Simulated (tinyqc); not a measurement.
Ion implantation: universal nuclear stopping, Lindhard-Scharff electronic stopping and a Gaussian range profile: one step, computed by the program tinyqc.

An ion slows by elastic collisions with screened nuclei and by friction with electrons; channelling is ignored and the target is uniform.

Task: Stopping at the entry energy. Reduced energy eps = 32.53 M2 E/(Z1 Z2 (M1 + M2)(Z1^0.23 + Z2^0.23)), E in keV; s_n = ln(1 + 1.1383 eps)/(2 (eps + 0.01321 eps^0.21226 + 0.19593 eps^0.5)) for eps up to 30 and ln(eps)/(2 eps) above; S_n = 8.462 Z1 Z2 M1 s_n/((M1 + M2)(Z1^0.23 + Z2^0.23)) in 1e-15 eV cm^2. S_e = k 3.83 Z1^(7/6) Z2/(Z1^(2/3) + Z2^(2/3))^(3/2) sqrt(E/M1) in 1e-15 eV cm^2, E in keV. dE/dx = N (S_n + S_e); 1e-15 eV cm^2 = 0.1 eV nm^2.

Inputs (values chosen for the exercise, modelled on indium ions in silicon): ion atomic number Z1 = 49; ion mass M1 = 115 u; target atomic number Z2 = 14; target mass M2 = 28.09 u; target density N = 49.94 1/nm^3; ion energy E = 130 keV; scale factor of electronic stopping k = 0.92.

Give: reduced energy eps; s_n; S_n; S_e; energy loss dE/dx.

Result:

reduced energy eps = 0.2826

s_n = 0.3514

S_n = 382.8 x 1e-15 eV cm^2

S_e = 58.44 x 1e-15 eV cm^2

energy loss dE/dx = 2204 eV/nm

Nuclear stopping carries 87 % of the loss at entry.
